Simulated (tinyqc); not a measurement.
## Permittivity and interface capacitance from two thicknesses

Problem. 1/C = t/(eps0 ek) + 2/ci for planar capacitors that differ only in thickness. Find ek, ci and the EOT of the interfaces, 2 x 3.9 eps0/ci.

Constants: eps0 = 8.8541878128e-14 F/cm where lengths are in cm. Results are converted to the units shown.

C at t = 15 and 45 nm (uF/cm^2): [1.1355096, 0.38063762]

Solution. 1/C is a straight line in t: the slope gives ek and the intercept 2/ci. A single thickness would give only the effective permittivity; when the interfaces are a small part of 1/C, ci needs very accurate data.

ek = 19.4
ci = 270 uF/cm^2
EOT of the interfaces = 0.0256 nm

Numbers from tinyqc (`OMP_NUM_THREADS=1 python tinyqc.py 2102042 2102043 out.jsonl`; about 0.01 s on one thread of a shared Intel Xeon 2.30GHz).
